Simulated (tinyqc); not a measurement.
Image-sensor pixel with a pinned photodiode, signal and noise: one step of the calculation.

A buried n layer between a heavily doped p+ surface layer and a p layer is emptied into a floating diffusion, read through a source follower with correlated double sampling (reset noise cancelled). One-dimensional abrupt junctions; no blooming, lag or crosstalk.

Question. Quantum efficiency and dark current. QE = (1 - Rf)[exp(-al x1) - exp(-al x2)]. ni = sqrt(Nc Nv) exp(-Eg/(2 Vt)), Eg in volts; dark rates ni Wd A/tg (generation) and Jd ni^2 A (diffusion).

Parameters, values chosen for the exercise; material values close to those of silicon:
- T = 300 K (temperature)
- Eg = 1.11 eV (band gap)
- Nc = 2.79e19 cm^-3 (conduction-band density of states at T)
- Nv = 2.64e19 cm^-3 (valence-band density of states at T)
- A = 0.37 um^2 (photodiode area)
- al = 1.08 1/um (absorption coefficient (light near 500 nm))
- Rf = 0.16 (optical loss before the silicon)
- x1 = 0.08 um (dead layer)
- x2 = 2.5 um (depth of collection)
- tg = 0.0093 s (generation lifetime)
- Wd = 0.6 um (depleted depth)
- Jd = 6.6e6 x 1e-20 cm^4/s (diffusion dark flux per ni^2)

Constants: q = 1.602176634e-19 C, kB = 1.380649e-23 J/K, Vt = kB T/q. Results are converted to the units shown.

Give: QE; ni; generation rate; diffusion rate.

Answer.

QE = 0.71402
ni = 1.2883e10 cm^-3
generation rate = 0.30753 electrons/s
diffusion rate = 0.040530 electrons/s

Of the light that enters, 8.3 % is lost in the dead layer and 6.7 % passes the collecting depth.

Computed by the program tinyqc: `OMP_NUM_THREADS=1 python tinyqc.py 2630152 2630153 out.jsonl`, one thread of a shared Intel Xeon 2.30GHz, about 0.01 s for the whole run.
